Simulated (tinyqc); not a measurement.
Inside a calculation. Method: RHF in the 3-21g basis, for H-, spin multiplicity 1. The basis has no diffuse functions, so it cannot describe the extra electron: this is an exercise in the method, not the real anion. One step of it, computed by the program tinyqc.

Task: Iteration 1: building the Fock matrix. J_ij = sum D_kl (ij|kl), K_ij = sum D_kl (ik|jl); F = H + J - 0.5 K; E = tr D H + tr D J / 2 - 0.25 tr D K + E_nn.

D at the start:
```
          1H 1s     1H 2s
1H 1s  0.075038  0.334671
1H 2s  0.334671  1.492635
```

core Hamiltonian H = T + V (hartree):
```
           1H 1s      1H 2s
1H 1s  -0.171513  -0.489511
1H 2s  -0.489511  -0.408216
```

Two-electron integrals (ij|kl) in chemists' order, unique and non-zero (hartree):
```
(11|11) 1.140145   (21|11) 0.611403   (21|21) 0.345152   (22|11) 0.626370
(22|21) 0.380329   (22|22) 0.482957
```

nuclear repulsion = 0 hartree

Give: Coulomb J; exchange K; Fock matrix F; total energy of this density.

Result:

Coulomb J (hartree):
```
        1H 1s   1H 2s
1H 1s  1.4297  0.8446
1H 2s  0.8446  1.0225
```

exchange K (hartree):
```
        1H 1s   1H 2s
1H 1s  1.0100  0.9387
1H 2s  0.9387  1.0013
```

Fock matrix F (hartree):
```
         1H 1s    1H 2s
1H 1s   0.7532  -0.1143
1H 2s  -0.1143   0.1136
```

total energy of this density = -0.400149 hartree
